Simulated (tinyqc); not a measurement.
From one set of inputs to another, one input at a time: single-oscillator infrared dielectric function of a polar cubic crystal. Computed by tinyqc, a small Python program. Command: `OMP_NUM_THREADS=1 python tinyqc.py 3003505 3003506 out.jsonl infrared ladder`. One thread of a shared host (Intel(R) Xeon(R) Processor @ 2.30GHz), about 0.01 s of CPU time with the checks.

One ion pair, charges +Z* and -Z*, in a cell of volume Omega = a^3/4. Frequencies omega are given as wavenumbers (1/cm); eps_s is the static dielectric constant.

The inputs printed are set A. Set A is modelled on cubic silicon carbide; the values taken over come from a set modelled on cubic gallium nitride. Inputs not listed in the table keep their values of set A, so the rows need not describe a real material.

Inputs (values chosen for the exercise, modelled on cubic silicon carbide):
```
quantity             value      unit
lattice constant a    4.36  angstrom
mass M_A            28.086         u
mass M_B            12.011         u
omega_TO               789      1/cm
Born charge Z*        2.72         e
eps_inf                6.6         -
```

Structure: zinc blende. Free carriers: absent.

Constants: nu for 1 eV/(angstrom^2 u) = 15.6333042 THz; 1 THz = 33.35640952 1/cm; e^2/(4 pi eps_0) = 14.39964548 eV angstrom.

Method. mu = M_A M_B/(M_A + M_B); ionic plasma term W^2 = 4 pi Z*^2 (e^2/(4 pi eps_0))/(Omega mu) in eV/(angstrom^2 u), turned into 1/cm by W = 15.6333042 x 33.35640952 x sqrt(W^2); omega_LO^2 = omega_TO^2 + W^2/eps_inf; eps_s = eps_inf + W^2/omega_TO^2; Szigeti charge 3 Z*/(eps_inf + 2); longitudinal (Callen) charge Z*/eps_inf.

Each row keeps all changes above it:
```
input moved                      from      to  omega_LO (1/cm)   eps_s  Szigeti charge (e)
set A                               -       -           968.99   9.955              0.9488
Born charge Z* (e)               2.72    2.66           961.84   9.808              0.9279
mass M_A (u)                   28.086   69.72           933.27   9.234              0.9279
omega_TO (1/cm)                   789     561           750.47  11.811              0.9279
mass M_B (u)                   12.011  14.007           730.07  11.177              0.9279
lattice constant a (angstrom)    4.36    4.52           714.58  10.708              0.9279
eps_inf                           6.6    5.37           745.32   9.478              1.0828
```

Where does the difference come from?

omega_LO goes from 969 to 745, a factor 0.769 in all. The largest single move comes from omega_TO (a factor 0.804), and eps_inf works against it (a factor 1.04). eps_s goes from 9.95 to 9.48, a factor 0.952 in all. The largest single move comes from omega_TO (a factor 1.28), but it runs against the net change; the largest move in the direction of the net change is eps_inf (a factor 0.885). Szigeti charge goes from 0.949 to 1.08, a factor 1.14 in all. The largest single move comes from eps_inf (a factor 1.17), and Born charge Z* works against it (a factor 0.9779). The single moves hold for this order of the switches; the total does not depend on the order.

Extremes, crossings and ranges named in words are read from the listed rows.
